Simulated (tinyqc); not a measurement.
# From contrast back to roughness of the interface sigma_2

Model: X-ray reflectivity of a thin film on silicon: critical angles, Parratt recursion, fringes and roughness. Computed by tinyqc, a small Python program. Command: `OMP_NUM_THREADS=1 python tinyqc.py 3120106 3120107 out.jsonl xrr inv`. One thread of a shared host (Intel(R) Xeon(R) Processor @ 2.30GHz), about 0.01 s of CPU time with the checks.

n = 1 - delta + i beta; the classical electron radius is r_e = 2.8179403e-6 nm. Layer 0 is vacuum, 1 the film, 2 the substrate.

Inputs (values chosen for the exercise, modelled on copper on silicon, copper K-alpha radiation):
```
quantity,value,unit
wavelength lambda,0.15406,nm
film density rho,9.4,g/cm^3
"effective electrons per unit mass, film",0.452,mol/g
"beta/delta, film",0.024,-
film thickness d,53,nm
roughness of the surface sigma_1,0.32,nm
substrate density,2.33,g/cm^3
"effective electrons per unit mass, substrate",0.507,mol/g
"beta/delta, substrate",0.023,-
grazing angle theta,2.09,degrees
```

Constants: N_A = 6.02214076e+23 1/mol.

Method:
- delta = r_e lambda^2 rho_e/(2 pi), rho_e = density x electrons per mass x N_A; critical angle sqrt(2 delta), q_c = 4 sqrt(pi r_e rho_e).
- k_j = (2 pi/lambda) sqrt(sin^2 theta - 2 delta_j + 2 i beta_j); r_ij = (k_i - k_j)/(k_i + k_j) x exp(-2 k_i k_j sigma^2) (Nevot-Croce); r = (r_01 + r_12 p)/(1 + r_01 r_12 p), p = exp(2 i k_1 d); R = |r|^2.
- Far above the critical angle the period is d theta = lambda/(2 d), or 2 pi/d in q; the envelope runs between (|r_01| - |r_12 p|)^2 and (|r_01| + |r_12 p|)^2; contrast = 2 a b/(a^2 + b^2) with a = |r_01|, b = |r_12 p|; roughness factors on the amplitudes are about exp(-q^2 sigma^2/2).

Problem. A run gave the result below. Find the roughness of the interface sigma_2, known to lie between 0.53 and 0.9 nm.

contrast = 0.380673

Solution.

Each step takes the trial c = (a f_b - b f_a)/(f_b - f_a), f being the result less the target and a, b, c the logarithms of the listed values; c replaces end b, the old b replaces a if the sign of f changed, and otherwise f_a is halved.

Scan of the range:
```
roughness of the interface sigma_2 (nm),contrast
0.530,0.568251
0.579,0.465042
0.632,0.361507
0.691,0.262615
0.754,0.179124
0.824,0.111851
0.900,0.063740
```

False position (Illinois rule, in the logarithm of the input) inside the bracket:
```
step,end a,end b,trial,contrast
1,0.579000,0.632000,0.621835,0.380418
2,0.579000,0.621835,0.621569,0.380921
3,0.621835,0.621569,0.621700,0.380673
4,0.621569,0.621700,0.621700,0.380673
```

Contrast falls at every point of a 13-point scan of the range (every second point is shown), so one value fits; it is bracketed by 0.579 and 0.632. Answer: roughness of the interface sigma_2 = 0.6217 nm.
